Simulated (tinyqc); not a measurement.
## Sharing a fixed EOT between the layers

Without charge in the stack, a voltage of 1.2 V over an EOT of 1.4 nm gives F1 = (V/EOT)(3.9/e1) and F2 = F1 e1/e2; t2 = e2 (EOT/3.9 - t1/e1).

Inputs (values chosen for the exercise): relative permittivity of layer 1 e1 = 8.7; relative permittivity of layer 2 e2 = 21.2.

Sharing a fixed EOT between the layers:

| t1 (nm) | t2 (nm) | physical thickness (nm) | drop over layer 1 (V) | drop over layer 2 (V) |
|---|---|---|---|---|
| 0 | 7.610 | 7.610 | 0 | 1.200 |
| 0.38 | 6.684 | 7.064 | 0.1460 | 1.054 |
| 0.76 | 5.758 | 6.518 | 0.2920 | 0.9080 |
| 1.14 | 4.832 | 5.972 | 0.4380 | 0.7620 |
| 1.52 | 3.906 | 5.426 | 0.5840 | 0.6160 |
| 1.9 | 2.980 | 4.880 | 0.7300 | 0.4700 |
| 2.28 | 2.054 | 4.334 | 0.8761 | 0.3239 |
| 2.65 | 1.153 | 3.803 | 1.018 | 0.1818 |

Read the table: what changes, and by how much?

Each 0.1 nm of layer 1 costs 0.244 nm of layer 2, so the physical thickness falls from 7.61 to 3.80 nm. The fields do not change, 3.84 MV/cm in layer 1 and 1.58 MV/cm in layer 2, and layer 1 takes half of the voltage at t1 = 1.56 nm.

Computed by the program tinyqc: `OMP_NUM_THREADS=1 python tinyqc.py 2010089 2010090 out.jsonl`, one thread of a shared Intel Xeon 2.30GHz, about 0.01 s for the whole run.
